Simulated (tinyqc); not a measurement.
## Biaxially strained (001) channel, valley splitting in an inversion layer: effect of the inversion density

A thin layer grown on a relaxed buffer is stretched in the plane. The two valleys with their long axis along the growth direction (D2) sink against the four in-plane ones (D4); confinement in a triangular well splits them too. Only the lowest subband of each set is kept; one relaxation time, so the weakening of intervalley scattering is left out.

e_par = b1 x, e_perp = -2 (c12/c11) e_par, splitting D = Xu (e_par - e_perp), in-plane stress (c11 + c12 - 2 c12^2/c11) e_par. Levels E(m) = 2.33811 (hbar^2 q^2 F^2/(2 m))^(1/3): E2 = E(ml), E4 = E(mt) + D; N2 = 2 mt kB T/(pi hbar^2), N4 = 4 sqrt(mt ml) kB T/(pi hbar^2). EF solves Ns = N2 ln(1 + exp((EF - E2)/Vt)) + N4 ln(1 + exp((EF - E4)/Vt)); f2 is the share in D2, and 1/mc = f2/mt + (1 - f2)(1/mt + 1/ml)/2. The gain is mc(x = 0)/mc.

Parameters, values chosen for the exercise; values close to those of silicon on relaxed silicon-germanium: temperature T = 273 K; germanium share of the relaxed buffer x = 0.26; lattice mismatch per unit x b1 = 0.0418; elastic constant c11 = 161 GPa; elastic constant c12 = 65.2 GPa; shear deformation potential Xu = 9.18 eV; longitudinal mass ml = 0.891 m0; transverse mass mt = 0.187 m0; confining field F = 1.13 MV/cm.

Constants: q = 1.602176634e-19 C, kB = 1.380649e-23 J/K, hbar = 1.054571817e-34 J s, m0 = 9.1093837015e-31 kg, Vt = kB T/q, hbar^2/(2 m0) = 0.0380998212 eV nm^2. Results are converted to the units shown.

The same in every row: D (meV) = 180.6.

Result of one run:
```
f2 without strain	f2	mc (m0)	gain
0.9798	1.000	0.1870	1.008
```

Which inversion density Ns gave this result: 2e11, 7.5e11, 1.4e12 or 5.4e12 cm^-2?

Ns = 1.4e12 cm^-2.

The whole series:
```
Ns (cm^-2)	f2 without strain	f2	mc (m0)	gain
2e11	0.9828	1.000	0.1870	1.007
3.9e11	0.9824	1.000	0.1870	1.007
7.5e11	0.9815	1.000	0.1870	1.007
1.4e12	0.9798	1.000	0.1870	1.008
2.8e12	0.9754	1.000	0.1870	1.010
5.4e12	0.9640	1.000	0.1870	1.014
1e13	0.9293	1.000	0.1870	1.029
2e13	0.7949	0.9997	0.1870	1.088
```

As Ns goes from 2e11 to 2e13 cm^-2, f2 stays near 1.00 (without strain: it falls from 0.983 to 0.795) and the gain rises from 1.01 to 1.09. At Ns = 2e13 cm^-2 the second D2 subband, left out here, lies within 2 Vt of EF or below it.

Computed by the program tinyqc: `OMP_NUM_THREADS=1 python tinyqc.py 2530026 2530027 out.jsonl`, one thread of a shared Intel Xeon 2.30GHz, about 0.01 s for the whole run.
